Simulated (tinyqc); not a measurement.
MOSFET in the linear regime without short-channel effects, parameter extraction from computed curves: two steps of the calculation.

Inversion charge Q = Cox n Vt W0(exp((Vg - VT)/(n Vt))), W0 the Lambert function and n = nf; u = Q/Cox; mobility mu = mu0/(1 + th1 u + th2 u^2); channel resistance Rch = (L - dL)/(W mu Q); Id = Vd/(Rch + Rsd/W). Cox = eps0 eox/tox. Small Vd, no channel-length or drain effects.

Values chosen for this exercise; channel values of the order met in silicon transistors:
- eox = 7.54 (relative permittivity of the gate insulator (close to silicon nitride))
- tox = 3.3 nm (insulator thickness)
- mu0 = 260 cm^2/(V s) (low-field mobility)
- th2 = 0 1/V^2 (second mobility attenuation factor)
- VT = 0.58 V (threshold voltage)
- W = 0.5 um (gate width)
- L = 0.11 um (drawn gate length)
- dL = 0.003 um (drawn less effective length)
- Vd = 0.05 V (drain voltage)

Constants: eps0 = 8.8541878128e-14 F/cm where lengths are in cm. Results are converted to the units shown.

Task 1. Threshold and mobility at the peak transconductance. gm_i = (Id_(i+1) - Id_(i-1))/(Vg_(i+1) - Vg_(i-1)); at the point j of largest gm the tangent meets the axis at V_ext = Vg_j - Id_j/gm_j; field-effect mobility gm_j L/(W Cox Vd) with the drawn L.

```
point  Vg (V)       Id (uA)
0        0.34  0.0084293694
1        0.46    0.19034080
2        0.58     2.5892261
3         0.7     9.8933150
4        0.82     18.622284
5        0.94     26.760478
6        1.06     33.933931
7        1.18     40.176785
8         1.3     45.609128
9        1.42     50.356038
10       1.54     54.527525
```

Give: gm; j; V_ext; field-effect mobility.

Result 1.

gm, point 1 to 9 (uS): 10.75  40.43  66.80  70.28  63.80  55.90  48.65  42.41  37.16
j = 4
V_ext = 0.5550 V
field-effect mobility = 152.9 cm^2/(V s)

V_ext is 25 mV below the model VT, and the mobility so found is 43 % below mu0 L/(L - dL) = 267 cm^2/(V s), the value for the drawn L; attenuation, series resistance and the slow approach of Q to a straight line all lower the peak gm.

Task 2. The Y function. Y_i = Id_i/sqrt(gm_i). For Id = beta Vd x/(1 + th x), x = Vg - VT, Y = sqrt(beta Vd) x whatever th. Slope s from points 6 and 9; VT_Y = Vg - Y/s at point 9; beta = s^2/Vd; mobility beta L/(W Cox) with the drawn L; th* = (beta Vd x/Id - 1)/x at point 9.

```
point  Vg (V)       Id (uA)
0        0.34  0.0084293694
1        0.46    0.19034080
2        0.58     2.5892261
3         0.7     9.8933150
4        0.82     18.622284
5        0.94     26.760478
6        1.06     33.933931
7        1.18     40.176785
8         1.3     45.609128
9        1.42     50.356038
10       1.54     54.527525
```

gm, point 1 to 9 (uS): 10.753320  40.429059  66.804407  70.279845  63.798531  55.901281  48.646653  42.413554  37.159987

Wanted: Y; s; VT_Y; beta; mobility from Y; th*.

Result 2.

Y, point 1 to 9 (uA^0.5 V^0.5): 0.058044  0.40721  1.2104  2.2214  3.3503  4.5386  5.7603  7.0032  8.2606
s = 10.339 uA^0.5 V^-0.5
VT_Y = 0.62102 V
beta = 2137.9 uA/V^2
mobility from Y = 232.49 cm^2/(V s)
th* = 0.87117 1/V

The mobility from Y is 13 % below mu0 L/(L - dL) = 267 cm^2/(V s), which it should reach in deep inversion when th2 = 0.

Program tinyqc, `OMP_NUM_THREADS=1 python tinyqc.py 2210028 2210029 out.jsonl`; Intel Xeon 2.30GHz, shared host, one thread, about 0.01 s.
